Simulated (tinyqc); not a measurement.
Surface potential of a MOS transistor: implicit equation and explicit approximations: two steps of the calculation.

p-type body, charge-sheet picture, depletion and inversion only, full ionisation (an idealisation for deep acceptors), Boltzmann statistics (rough once Na exp(x - xn) passes about Nc/7). In units of Vt: xg = (Vg - Vfb)/Vt, x = psi/Vt, G = gamma/sqrt(Vt), xn = (2 phiF + Vc)/Vt. The implicit equation is (xg - x)^2 = G^2 [x - 1 + exp(x - xn)] for x above about 3. Cox = eps0 eox/tox.

Values chosen for this exercise; band and dielectric values close to those of silicon: temperature T = 250 K; relative permittivity of the gate insulator (close to silicon nitride) eox = 7.31; insulator thickness tox = 21 nm; channel-body voltage Vc = 0.2 V.

Constants: q = 1.602176634e-19 C, kB = 1.380649e-23 J/K, Vt = kB T/q, eps0 = 8.8541878128e-14 F/cm where lengths are in cm. Results are converted to the units shown.

Task 1. Explicit approximation. Depletion value a = 1 + [sqrt(G^2/4 + xg - 1) - G/2]^2; inversion value b = xn + ln[(xg - xn)^2/G^2 - xn + 1] and first guess y = min(a, b) - ln(1 + exp(-|a - b|)) if a > xn + 1, else b = y = a; one second-order correction with D = exp(y - xn), p = 2 (xg - y) + G^2 (1 + D), w = (xg - y)^2 - G^2 (y - 1 + D): z = y + 2 w/(p + sqrt(p^2 - 2 (2 - G^2 D) w)), or the Newton step z = y + w/p where the root is not real.

G = 3.9929164
xn = 50.568948
xg = 95.621229

Find: a; b; y; p; w; z.

Result 1.

a = 63.943
b = 54.922
y = 54.922
p = 1336.6
w = -442.55
z = 54.514

The root of the implicit equation is x = 54.5277; y misses it by 0.39 and z by -0.014, in units of Vt.

Task 2. Potential, charges and gate control. psi = Vt x; N_dep = Cox Vt G sqrt(x - 1)/q; N_inv = (Cox Vt G/q) [sqrt(x - 1 + exp(x - xn)) - sqrt(x - 1)]; dpsi/dVg = 1/[1 + G^2 (1 + exp(x - xn))/(2 (xg - x))].

converged x = 54.527659
G = 3.9929164
xn = 50.568948
xg = 95.621229

Wanted: psi; N_dep; N_inv; dpsi/dVg.

Result 2.

psi = 1.1747 V
N_dep = 1.2107e12 cm^-2
N_inv = 4.9236e11 cm^-2
dpsi/dVg = 0.088051

psi lies 4.0 Vt above 2 phiF + Vc.

Numbers from tinyqc (`OMP_NUM_THREADS=1 python tinyqc.py 2122149 2122150 out.jsonl`; about 0.01 s on one thread of a shared Intel Xeon 2.30GHz).
